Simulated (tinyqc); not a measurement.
Inversion-layer mobility, back-scattering and ballistic limit of a field-effect transistor: one step, computed by the program tinyqc.

The charge at the top of the source barrier is fixed by the gate; series resistance and short-channel effects are left out. F_j are Fermi integrals normalised to exp(eta) in the classical limit.

Problem. Ballistic limit. F_j(eta) = (1/Gamma(j + 1)) int_0^infinity x^j/(1 + exp(x - eta)) dx, F_0 = ln(1 + exp(eta)). Integrals over x = E/(k_B T) use 160 Gauss-Legendre points in u = sqrt(x) from 0 to sqrt(max(eta, 0) + 32). Ballistic channel: N_2D = g_v m k_B T/(pi hbar^2), U = e V_D/(k_B T); eta_F solves N_inv = (N_2D/2)[F_0(eta_F) + F_0(eta_F - U)]; v_T = sqrt(2 k_B T/(pi m)); I/W = e (N_2D/2) v_T [F_1/2(eta_F) - F_1/2(eta_F - U)]; injection velocity v_T F_1/2(eta_F)/F_0(eta_F).

Inputs (values chosen for the exercise, modelled on a germanium p-channel):
```
quantity               value  unit
transport mass m        0.21   m_0
valley degeneracy g_v      1     -
drain voltage V_D        1.2     V
temperature T            400     K
```

Statistics at the top of the barrier: Fermi-Dirac.

inversion density N_inv = 4.714667e+12 1/cm^2

Constants: m_0 = 9.1093837015e-31 kg; k_B = 1.380649e-23 J/K; hbar = 1.054571817e-34 J s; k_B = 8.617333262e-05 eV/K; e = 1.602176634e-19 C.

Give: N_2D; eta_F; thermal velocity v_T; injection velocity; ballistic current I/W.

Solution.

N_2D = 3.024e+12 1/cm^2

eta_F = 3.073

thermal velocity v_T = 1.356 1e7 cm/s

injection velocity = 2.010 1e7 cm/s

ballistic current I/W = 1519 microampere/micrometre

Degeneracy raises the injection velocity by a factor 1.48.
